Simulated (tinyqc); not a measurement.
Deep-level transient spectroscopy: one step of the calculation.

Schottky contact on an n-type layer with shallow donors Nd (all ionised) and a donor-like deep trap, neutral when filled and positive when empty; depletion approximation. Traps within lam of the depletion edge stay filled. A long pulse to Vp fills the traps beyond x1 = Wp - lam; back at Vr those between x1 and x2 = Wr - lam emit. A rate window reads S = C(t2) - C(t1).

Question. Widths. lam = sqrt(2 eps0 eps_r (EF - ET)/(q Nd)), EF - ET = Et - (kB T/q) ln(Nc(T)/Nd), Nc(T) = Nc (T/300 K)^1.5. In the steady state at the band bending V, 2 eps0 eps_r V/q = Nd W^2 + Nt (W - lam)^2 (the second term only if W > lam). V = Vbi + Vr gives Wr and V = Vbi + Vp gives Wp; x1 = max(Wp - lam, 0).

Parameters, values chosen for the exercise; material values close to those of indium phosphide:
- eps_r = 12.5 (relative permittivity)
- Nc = 5.66e17 cm^-3 (conduction-band density of states at 300 K)
- Nd = 1.9e16 cm^-3 (shallow donor density)
- Vbi = 0.77 V (built-in voltage)
- Et = 0.31 eV (depth of the trap below the conduction edge)
- Nt = 3.6e14 cm^-3 (trap density)
- Vr = 9 V (reverse bias)
- Vp = 0.7 V (reverse bias during the filling pulse)
- T = 167 K (temperature of the transient)

Constants: q = 1.602176634e-19 C, kB = 1.380649e-23 J/K, eps0 = 8.8541878128e-14 F/cm where lengths are in cm. Results are converted to the units shown.

Give: lam; Wr; Wp; x1; x2; G = (x2^2 - x1^2)/Wr^2.

Answer.

lam = 141.10 nm
Wr = 837.40 nm
Wp = 325.95 nm
x1 = 184.85 nm
x2 = 696.30 nm
G = (x2^2 - x1^2)/Wr^2 = 0.64267

Program tinyqc, `OMP_NUM_THREADS=1 python tinyqc.py 2050056 2050057 out.jsonl`; Intel Xeon 2.30GHz, shared host, one thread, about 0.01 s.
